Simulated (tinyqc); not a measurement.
Changing the image contrast (as defocus does): chemically amplified photoresist: aerial image, acid generation, bake, development and line width. Computed by tinyqc, a small Python program. Command: `OMP_NUM_THREADS=1 python tinyqc.py 3019498 3019499 out.jsonl resist sweep`. One thread of a shared host (Intel(R) Xeon(R) Processor @ 2.30GHz), about 0.03 s of CPU time with the checks.

Lines and spaces of pitch p with a two-beam-like image; x = 0 is the middle of the bright space. The resist is positive and treated as uniform in depth.

Inputs (values chosen for the exercise, for a model resist at 193 nm):
```
quantity,value,unit
pitch p,110,nm
mean dose E,11.2,mJ/cm^2
Dill parameter C,0.016,cm^2/mJ
"quencher load q, relative to the acid generator",0.12,-
acid diffusivity D,1.2,nm^2/s
bake time t,90,s
amplification rate k_amp,0.093,1/s
threshold protection m_th,0.56,-
development selectivity n,12,-
largest rate r_max,420,nm/s
smallest rate r_min,0.031,nm/s
resist thickness d,120,nm
development time t_d,45,s
photon energy,6.42,eV
absorption coefficient alpha,0.73,1/um
```

Method:
- Dose E(x) = E [1 + c cos(2 pi x/p)]; acid h = 1 - exp(-C E(x)).
- Bake: the acid image is blurred by a Gaussian of variance sigma^2 = 2 D t (each Fourier term k of h, taken on 64 points, is multiplied by exp(-4 pi^2 k^2 D t/p^2)).
- Cosine coefficients: h(x) = sum_k h_k cos(2 pi k x/p).
- The quencher then removes q, h_eff = max(h_blurred - q, 0); protection m = exp(-k_amp t h_eff).
- Mack rate r = r_max (a + 1)(1 - m)^n/(a + (1 - m)^n) + r_min, a = ((n + 1)/(n - 1))(1 - m_th)^n.
- Edge: vertical development clears the film where r t_d >= d; the space width is twice the x where r = d/t_d.
- Dose sensitivity = d ln(width)/d ln E from widths at 1.005 E and E/1.005; image log-slope at the edge = |d ln E/dx|, normalised by the width (NILS); latitude for 10 % of width = 10 %/sensitivity.
- The edge lies at x = width/2.
- Absorbed photons per volume N = E(edge) alpha/(photon energy), 1 mJ/cm^2 = 62.41509 eV/nm^2, alpha in 1/nm; a Gaussian blur averages over a volume V = (2 sqrt(pi) sigma)^3; relative noise 1/sqrt(N V); edge noise sigma_x = (dh/d ln E) noise/|dh/dx|, with both derivatives of the blurred acid at the edge.

One run for each value:
```
image contrast c,dose latitude (%),space width (nm),edge noise from photons (nm),NILS
0.25,2.963,58.188,0.93657,0.8467
0.36,4.194,56.898,0.64605,1.1915
0.46,5.312,56.184,0.50268,1.4987
0.57,6.545,55.620,0.40276,1.8291
0.68,7.786,55.179,0.33479,2.1507
0.79,9.037,54.809,0.28539,2.4626
0.89,10.187,54.512,0.25081,2.7370
1.00,11.468,54.215,0.22049,3.0281
```

What does the table show?

Over the rows, dose latitude (%) rises from 2.96 to 11.5 (exponent d ln y / d ln x 0.95 between the first rows and 1.0 between the last); space width (nm) falls from 58.2 to 54.2 (exponent d ln y / d ln x -0.062 between the first rows and -0.047 between the last); edge noise from photons (nm) falls from 0.937 to 0.220 (exponent d ln y / d ln x -1.0 between the first rows and -1.1 between the last).

Caution (all rows): lateral development, standing waves and the joint diffusion of acid and quencher are left out, so widths are indicative. Caution (all rows): the noise counts photons alone (acid and quencher statistics add to it) and takes the film as thicker than the blur; a thinner film averages in two dimensions only.
